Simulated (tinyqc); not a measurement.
# Offset from the accumulated charge

Inverse problem. Layer 1 (x < 0) accumulates electrons and layer 2 (x > 0) is depleted. Boltzmann statistics. Sheet densities from the first integral: Q1 = sqrt((2 eps0 eps_r Vt N1/q)(exp(u1) - u1 - 1)) extra electrons, Q2 = sqrt((2 eps0 eps_r Vt N2/q)(exp(-u2) + u2 - 1)) missing ones, u = V/Vt; neutrality Q1 = Q2 + si. V1 + V2 = dE + Vt ln[(N2/Nc2)/(N1/Nc1)]. Find V1, V2 and dE.

Inputs (values chosen for the exercise); values of the order of III-V alloys:
- T = 300 K (temperature)
- eps_r = 11.7 (relative permittivity of both layers)
- Nc1 = 6.2e17 cm^-3 (density of states of the narrow-gap layer 1)
- Nc2 = 6.7e17 cm^-3 (density of states of the wide-gap layer 2)
- N1 = 4.2e15 cm^-3 (donor density in layer 1)
- N2 = 2.3e16 cm^-3 (donor density in layer 2)
- si = -6.3e10 cm^-2 (fixed charge at the interface)

Constants: q = 1.602176634e-19 C, kB = 1.380649e-23 J/K, Vt = kB T/q, eps0 = 8.8541878128e-14 F/cm where lengths are in cm. Results are converted to the units shown.

Q1 = 8.3926242e10 cm^-2

Answer. Each sheet density rises steadily with its bending, so Q1 fixes V1 and Q2 = Q1 - si fixes V2.

V1 = 0.0541 V
V2 = 0.0978 V
dE = 0.110 eV

Numbers from tinyqc (`OMP_NUM_THREADS=1 python tinyqc.py 2410089 2410090 out.jsonl`; about 0.07 s on one thread of a shared Intel Xeon 2.30GHz).
